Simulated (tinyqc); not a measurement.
What moves the results: finite square well with mass mismatch (envelope functions). A value that a table varies takes the place of the one given here.

A square well of width L and depth V0, mass mw inside and mb outside, energies from the bottom of the well, c = hbar^2/2m0. k = sqrt(mw E/c), kappa = sqrt(mb (V0 - E)/c). psi and psi'/m are continuous at the walls (BenDaniel-Duke), so level n solves k L + 2 atan[(k/mw)/(kappa/mb)] = n pi.

Non-parabolic bands: mw is replaced by mw (1 + alpha_w E) and mb by mb (1 - alpha_b (V0 - E)), in k, kappa and the matching condition alike.

Constants: hbar^2/2m0 = 3.80998211 eV angstrom^2.

Inputs chosen for the exercise (near those of a GaAs well in AlGaAs; not measured data):
- V0 = 0.211 eV (barrier height)
- mw = 0.0655 m0 (mass in the well)
- mb = 0.0886 m0 (mass in the barrier)
- Ls = (26, 37, 51, 72, 100, 140, 196) angstrom (widths)
- L = 69 angstrom (well width)
- alpha_w = 0.52 1/eV (non-parabolicity in the well)
- alpha_b = 0.27 1/eV (non-parabolicity in the barrier)

## Width of the well

Levels against L, beside the infinite well E1(hard) = c (pi/L)^2/mw; Pb is the probability of level 1 in the barriers; a dash marks an unbound level.

Levels:

| L (angstrom) | bound levels | E1 (eV) | E2 (eV) | E1(hard) (eV) | Pb |
|---|---|---|---|---|---|
| 26 | 1 | 0.1274 | - | 0.8492 | 0.399 |
| 37 | 1 | 0.0964 | - | 0.4194 | 0.251 |
| 51 | 1 | 0.0700 | - | 0.2207 | 0.150 |
| 72 | 2 | 0.0464 | 0.1722 | 0.1107 | 0.079 |
| 100 | 2 | 0.0297 | 0.1159 | 0.0574 | 0.040 |
| 140 | 3 | 0.0180 | 0.0712 | 0.0293 | 0.019 |
| 196 | 4 | 0.0104 | 0.0415 | 0.0149 | 0.008 |

How do the results move?

The infinite well overestimates E1 by a factor 6.67 at 26 angstrom and 1.43 at 196 angstrom. The local exponent d ln E1/d ln L goes from -0.79 (first two rows) to -1.62 (last two), towards the -2 of hard walls, as Pb falls from 0.399 to 0.008. E2 - E1 is largest at 72 angstrom of the widths listed.

## Levels of description

The same well five ways. mb = mw: the barrier takes the mass of the well. psi' continuous: kappa holds mb but the condition drops the masses, k L + 2 atan(k/kappa) = n pi. The last column is measured against BenDaniel-Duke.

Levels (eV):

| model | E1 | E2 | E3 | E1 - E1(BDD) (meV) |
|---|---|---|---|---|
| infinite walls | 0.1206 | 0.4823 | 1.0852 | 71.6 |
| mb = mw | 0.0533 | 0.1837 | - | 4.3 |
| BenDaniel-Duke | 0.0490 | 0.1795 | - | 0.0 |
| psi' continuous | 0.0576 | 0.1877 | - | 8.6 |
| non-parabolic | 0.0492 | 0.1736 | - | 0.2 |

What does this show, and why?

Hard walls put E1 71.6 meV too high. Ignoring the mass step moves it by +4.3 meV and the wrong matching by +8.6 meV: with mb/mw = 1.35, continuity of psi'/m lets the slope outside be 1.35 times the slope inside, which acts like a softer wall. Non-parabolicity shifts E1 by +0.2 meV, the balance of a heavier mass in the well, which lowers it, and a lighter mass deep in the barrier, which hardens the wall. Among the finite wells the largest departure in E1 is that of the model 'psi' continuous'.

## What each parameter does

Parabolic bands. Pb is the probability of level 1 in the barriers, (A^2/kappa)/(A^2/kappa + L/2 + sin(kL)/(2k)) with A = cos(kL/2). Each row changes one parameter from the base and keeps the others.

Results:

| case | E1 (eV) | bound levels | Pb | V0 - E1 (eV) |
|---|---|---|---|---|
| base | 0.0490 | 2 | 0.0863 | 0.1620 |
| L = 62 angstrom | 0.0559 | 2 | 0.1058 | 0.1551 |
| V0 = 0.179 eV | 0.0460 | 2 | 0.1010 | 0.1330 |
| mw = 0.0721 m0 | 0.0474 | 2 | 0.0796 | 0.1636 |
| mb = 0.0709 m0 | 0.0522 | 2 | 0.0893 | 0.1588 |

What does this show?

The largest shifts from the base row, up to three for each result and ties (the steps differ in size, so this ranks the rows, not the parameters). E1 (eV): L +0.0069, mb +0.0031, V0 -0.0030. bound levels: unchanged at the printed digits by L, V0, mw and mb. Pb: L +0.0195, V0 +0.0147, mw -0.0067. V0 - E1 (eV): V0 -0.0290, L -0.0069, mb -0.0031.

Program tinyqc; command `OMP_NUM_THREADS=1 python tinyqc.py 1252457 1252458 out.jsonl`; about 0.01 s on one thread of a shared Intel(R) Xeon(R) Processor @ 2.30GHz.
